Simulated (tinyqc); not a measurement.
Trap depth and cross-section from two peaks.

Question. A DLTS peak lies where ew = sn g T^2 exp(-Et/kB T), g = vth Nc/(300 K)^2. Find Et and sn.

Values chosen for this exercise:
```
symbol,value,unit,meaning
Nc,3.23e19,cm^-3,conduction-band density of states at 300 K
vth,2.1e7,cm/s,thermal velocity at 300 K
```

Constants: q = 1.602176634e-19 C, kB = 1.380649e-23 J/K. Results are converted to the units shown.

peak temperatures for ew = 20 and 1000 1/s (K): 171.64038  210.61036

Answer. The slope of ln(ew/T^2) against q/kB T is -Et, and the intercept is ln(sn g).

Et = 0.280 eV
sn = 1.50e-17 cm^2

Program tinyqc, `OMP_NUM_THREADS=1 python tinyqc.py 2050027 2050028 out.jsonl`; Intel Xeon 2.30GHz, shared host, one thread, about 0.01 s.
